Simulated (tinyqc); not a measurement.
Against the Fermi level: single-band model of a thermoelectric material. Computed by tinyqc, a small Python program. Command: `OMP_NUM_THREADS=1 python tinyqc.py 3010188 3010189 out.jsonl thermo walk`. One thread of a shared host (Intel(R) Xeon(R) Processor @ 2.30GHz), about 0.01 s of CPU time with the checks.

One spherical band, one scattering law, no minority carriers and no phonon drag. In a real material minority carriers limit |S| to about E_g/(2 e T), so larger values are formal. eta = E_F/(k_B T) is counted from the band edge; f = 1/(1 + exp(x - eta)).

Inputs (values chosen for the exercise, modelled on n-type Mg3Sb2):
```
quantity                              value        unit
density-of-states mass m                1.2         m_0
mobility parameter mu_300               240  cm^2/(V s)
temperature exponent p                  1.5           -
lattice thermal conductivity kappa_L   0.77     W/(m K)
temperature T                           540           K
```

Band: parabolic. Scattering: acoustic phonons, r = -0.5.

Constants: k_B = 8.617333262e-05 eV/K; e = 1.602176634e-19 C; m_0 = 9.1093837015e-31 kg; k_B = 1.380649e-23 J/K; hbar = 1.054571817e-34 J s.

Method:
- With x = E/(k_B T), a = alpha k_B T (0 for a parabolic band), G = x (1 + a x), D = 1 + 2 a x and <y> = int y f (1 - f) dx, f = 1/(1 + exp(x - eta)): tau = tau_0 G^r/D; transport function s = G^(3/2 + r)/D^2; n = N_0 <G^(3/2)> with N_0 = (2 m k_B T)^(3/2)/(3 pi^2 hbar^3).
- Integrals over x = E/(k_B T) use 160 Gauss-Legendre points in u = sqrt(x) from 0 to sqrt(max(eta, 0) + 32).
- sigma = e mu_0 N_0 <s> with mu_0 = e tau_0/m = mu_300 (T/300 K)^(-p); |S| = (k_B/e)(<x s>/<s> - eta); Lorenz number L = (k_B/e)^2 (<x^2 s>/<s> - (<x s>/<s>)^2); kappa_e = L sigma T; zT = S^2 sigma T/(kappa_L + kappa_e).

The same material at other dopings:
```
eta  n (1/cm^3)  |S| (microvolt/K)  sigma (S/cm)  power factor (microwatt/(cm K^2))      zT
-4   1.4497e+18             517.82    1.7318e+01                              4.644  0.3199
-3   3.8982e+18             432.97    4.6361e+01                              8.691  0.5813
-2   1.0300e+19             350.24    1.2111e+02                             14.857  0.9235
-1   2.6113e+19             272.49    2.9891e+02                             22.194  1.1760
0    6.0953e+19             204.50    6.6139e+02                             27.660  1.1096
1    1.2552e+20             150.88    1.2531e+03                             28.525  0.7956
2    2.2494e+20             112.39    2.0295e+03                             25.635  0.4936
4    5.1873e+20              68.22    3.8340e+03                             17.841  0.1887
6    9.1186e+20              46.95    5.7274e+03                             12.623  0.0885
10   1.9186e+21              28.35    9.5418e+03                              7.666  0.0320
```

What does the comparison show, and why?

|S| falls and sigma rises with eta, so their product S^2 sigma peaks: among these rows at eta = 1, and zT at eta = -1, where |S| = 272 microvolt/K. zT stays above 90 % of its best row from n = 2.6e19 to 6.1e19 per cm^3.

Extremes, crossings and ranges named in words are read from the listed rows.
